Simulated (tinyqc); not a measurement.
What moves the results: Shockley-Read-Hall recombination through one deep level. A value that a table varies takes the place of the one given here.

One level at Et with degeneracy 1: tn = 1/(sn vth Nt), tp = 1/(sp_ vth Nt), n1 = Nc exp((Et - Eg)/kT), p1 = Nv exp(-Et/kT), ni^2 = n1 p1. Equilibrium n0 = Nm, p0 = ni^2/Nm; n = n0 + dn, p = p0 + dn. U = (n p - ni^2)/(tp (n + n1) + tn (p + p1)), lifetime dn/U; emission rates en = sn vth n1, ep = sp_ vth p1.

Constants: kB = 8.617333262e-05 eV/K.

Inputs chosen for the exercise (gap and densities of states near those of SiC at this temperature; shifted at random, so the results belong to these values and not to a real crystal):
```
symbol  value     unit    meaning
E1      1.987     eV      level (+1/0) above Ev
E2      1.88      eV      level (0/-1) above Ev
gm      2                 degeneracy of the middle state, the others 1
T       300       K
Eg      3.216     eV      gap
Nc      1.87e+19  1/cm^3  conduction-band density of states
Nv      3.25e+19  1/cm^3  valence-band density of states
Nd      2e+14     1/cm^3  ionised shallow donors minus acceptors
Et      1.88      eV      recombination level above Ev
Nt      6.1e+14   1/cm^3  defects
sn      1e-15     cm^2    electron capture cross-section
sp_     6.3e-15   cm^2    hole capture cross-section
vth     13000000  cm/s    thermal velocity, both carriers
Nm      6.5e+16   1/cm^3  equilibrium electrons for the lifetime steps
dn      2.6e+14   1/cm^3  excess pairs
```

## Charge state against the Fermi level (deep level with several charge states)

Energies from Ev. The defect has charge states +1, 0, -1 with weights 1, gm exp((EF - E1)/kT), exp((2 EF - E1 - E2)/kT); the shares are the weights over their sum. Boltzmann carriers: n = Nc exp((EF - Eg)/kT), p = Nv exp(-EF/kT). Neutrality: p - n + Nd + Nt <q> = 0.

Shares:
```
EF (eV)     +1      0     -1     <q>
0.193    1.000  0.000  0.000   1.000
0.450    1.000  0.000  0.000   1.000
0.708    1.000  0.000  0.000   1.000
0.965    1.000  0.000  0.000   1.000
1.222    1.000  0.000  0.000   1.000
1.479    1.000  0.000  0.000   1.000
1.737    1.000  0.000  0.000   1.000
1.994    0.009  0.024  0.968  -0.959
2.251    0.000  0.000  1.000  -1.000
2.508    0.000  0.000  1.000  -1.000
2.766    0.000  0.000  1.000  -1.000
3.023    0.000  0.000  1.000  -1.000
```

How do the results move?

E2 lies below E1 (negative U = -0.107 eV), so the charge goes from +1 to -1 near (E1 + E2)/2 = 1.933 eV, two electrons at once; the middle state never exceeds a share of 0.112.

## Defects against doping (deep level with several charge states)

Nt takes the listed multiples of |Nd|; the resistivity uses mobilities of 1000 (electrons) and 300 (holes) cm^2/(V s), chosen for the exercise, and e = 1.602176634e-19 C.

Neutral state:
```
Nt/|Nd|  EF (eV)  n (1/cm^3)  p (1/cm^3)  rho (ohm cm)
0.01      2.9198    1.98e+14    2.89e-30          31.5
0.10      2.9174    1.80e+14    3.18e-30          34.7
0.30      2.9109    1.40e+14    4.08e-30          44.6
0.60      2.8964    8.00e+13    7.15e-30          78.0
0.90      2.8606    2.00e+13    2.86e-29           312
1.10      1.9799      0.0321    1.78e-14      1.95e+17
1.50      1.9572      0.0133    4.29e-14      4.68e+17
3.00      1.9436     0.00788    7.25e-14      7.92e+17
10.00     1.9364     0.00597    9.58e-14      1.05e+18
```

How do the results move?

EF goes from 2.920 to 1.936 eV and the resistivity from 31.5 to 1.05e+18 ohm cm, with a largest value of 1.05e+18 (values above about 1e13 are formal: hopping and surfaces conduct more). The largest move of EF, -0.881 eV, comes between Nt/|Nd| = 0.9 and 1.1; the levels lie at 1.987 and 1.88 eV. A defect can take up to one carrier of either sign, so the doping can be cancelled no earlier than Nt = |Nd|, there only if EF lies well beyond the level that takes the carriers and otherwise at larger Nt (mean charge -0.10 in the last row).

## Lifetime against injection

Recombination:
```
dn (1/cm^3)  lifetime (microsecond)  U (1/(cm^3 s))
1.0e+11                     0.02002        5.00e+18
1.0e+12                     0.02002        5.00e+19
1.0e+13                     0.02004        4.99e+20
1.0e+14                     0.02021        4.95e+21
1.0e+15                     0.02193        4.56e+22
1.0e+16                     0.03683        2.72e+23
1.0e+17                     0.09644        1.04e+24
1.0e+18                      0.1384        7.22e+24
```

How do the results move?

The lifetime rises from 0.02002 to 0.1384 microsecond; tn + tp = 0.1461. At low injection it is tp (1 + n1/n0) + tn p1/n0 with n1/Nm = 1e-20 and p1/Nm = 1.3e-29: re-emission is negligible, so minority capture alone counts. Auger and radiative paths are left out; they cut in at the highest injections, and in a doped direct-gap crystal the radiative one counts at all injections. dn = dp neglects trapped charge, which matters where the traps hold a charge comparable with dn, at low injection and with very unequal cross sections.

## Where a level does most harm

Et takes the values listed; G = Nt en ep/(en + ep) in a depleted region; the lifetime is for dn = 1e11 1/cm^3.

Results:
```
Et (eV)  lifetime (microsecond)  G (1/(cm^3 s))
0.193                    0.0561        2.44e-25
0.450                    0.0200        5.06e-21
0.708                    0.0200        1.09e-16
0.965                    0.0200        2.27e-12
1.222                    0.0200        4.71e-08
1.479                    0.0200        0.000979
1.737                    0.0200          0.0107
1.994                    0.0200        5.16e-07
2.251                    0.0200        2.49e-11
2.508                    0.0200        1.20e-15
2.766                    0.0200        5.54e-20
3.023                    0.0233        2.67e-24
```

What does this show?

Generation peaks where en = ep, at Eg/2 + (kT/2) ln(sp_ Nv/(sn Nc)) = 1.639 eV; the largest value listed is at 1.737 eV, and G falls by a decade for each 0.060 eV away from the peak. The lifetime is within a factor 2 of its minimum, 0.02 microsecond, from 0.450 to 3.023 eV: recombination tolerates a wide range of Et, generation a narrow one.

## What moves lifetime and leakage

G = Nt en ep/(en + ep). Each row changes one parameter from the base and keeps the others.

Results:
```
case                  lifetime (microsecond)  G (1/(cm^3 s))
base                                 0.02052        4.25e-05
Et = 1.92 eV                         0.02052        9.03e-06
sn = 2e-15 cm^2                      0.02027        4.25e-05
sp_ = 1.26e-14 cm^2                  0.01051        8.49e-05
Nt = 3.05e+14 1/cm^3                 0.04104        2.12e-05
Nm = 1.95e+17 1/cm^3                 0.02018        4.25e-05
dn = 7.8e+14 1/cm^3                  0.02151        4.25e-05
```

What does this show?

The largest shifts from the base row, up to three for each result and ties (the steps differ in size, so this ranks the rows, not the parameters). lifetime (microsecond): Nt +0.0205, sp_ -0.0100, dn +0.000993; unchanged at the printed digits by Et. G (1/(cm^3 s)): sp_ +4.25e-05, Et -3.34e-05, Nt -2.12e-05; unchanged at the printed digits by sn, Nm and dn.

tinyqc: `OMP_NUM_THREADS=1 python tinyqc.py 1650348 1650349 out.jsonl`; about 0.01 s, one thread, shared Intel(R) Xeon(R) Processor @ 2.30GHz.
